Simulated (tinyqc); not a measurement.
Band bending at a free surface with one surface level, surface photovoltage and Kelvin probe: two steps of the calculation.

n-type bulk, xi = Ec - EF = Vt ln(Nc/Nd), p0 = ni^2/Nd, ni = sqrt(Nc Nv) exp(-Eg/(2 Vt)), Eg in volts. b is the upward band bending, u = b/Vt. Space charge per area, in units of q: Qc = sign(b) sqrt((2 eps0 eps_r Vt/q) [(Nd + dn)(exp(-u) - 1) + Nd u + (p0 + dn)(exp(u) - 1)]), with dn the excess density under light (flat quasi-Fermi levels; 0 in the dark). The level holds -Ns f, f = 1/(1 + exp((xi + b - Es)/Vt)). Neutrality: Qc + Qf + (charge of the states) = 0.

Inputs (values chosen for the exercise); band and dielectric values those of a made-up semiconductor:

| symbol | value | unit | meaning |
|---|---|---|---|
| T | 300 | K | temperature |
| Eg | 1.1 | eV | band gap |
| eps_r | 13.5 |  | relative permittivity |
| Nc | 5.13e17 | cm^-3 | conduction-band density of states at T |
| Nv | 1.43e19 | cm^-3 | valence-band density of states at T |
| chi | 4.69 | eV | electron affinity |
| Nd | 1.9e16 | cm^-3 | donor density |
| Qf | 2.3e11 | cm^-2 | fixed positive charge at the surface |
| pt | 4.68 | eV | work function of the probe tip |
| Ns | 9e11 | cm^-2 | density of an acceptor-like surface level |
| Es | 0.59 | eV | its depth below the conduction edge |

Constants: q = 1.602176634e-19 C, kB = 1.380649e-23 J/K, Vt = kB T/q, eps0 = 8.8541878128e-14 F/cm where lengths are in cm. Results are converted to the units shown.

Problem 1. Charges against band bending. Evaluate Qc, the surface charge Qf - Ns f and their sum in the dark; the root lies where the sum changes sign.

b, point 0 to 6 (V): 0.146  0.244  0.342  0.439  0.537  0.634  0.732

Wanted: Qc; surface charge; sum.

Solution 1.

```
point  Qc (cm^-2)  surface charge (cm^-2)  sum (cm^-2)
0        1.846e11               -6.700e11    -4.854e11
1        2.487e11               -6.700e11    -4.213e11
2        2.994e11               -6.683e11    -3.690e11
3        3.422e11               -6.045e11    -2.623e11
4        3.807e11                2.890e10     4.096e11
5        4.152e11                2.240e11     6.392e11
6        4.475e11                2.299e11     6.774e11
```

The sum rises steadily with b, so there is one root; bisection gives b = 0.48791 V.

Problem 2. Work function and Kelvin-probe reading. Work function chi + xi + b; contact potential difference CPD = (work function of the sample) - pt. Depth of EF below Ec at the surface: xi + b. Depletion width Qc/Nd.

converged b = 0.48791278 V

Give: xi + b; Qc; Qc/Nd; work function; CPD.

Solution 2.

xi + b = 0.57312 eV
Qc = 3.6193e11 cm^-2
Qc/Nd = 190.49 nm
work function = 5.2631 eV
CPD = 583.12 mV

The level is 65.8 % filled: the Fermi level is pinned at it.

Numbers from tinyqc (`OMP_NUM_THREADS=1 python tinyqc.py 2430044 2430045 out.jsonl`; about 0.01 s on one thread of a shared Intel Xeon 2.30GHz).
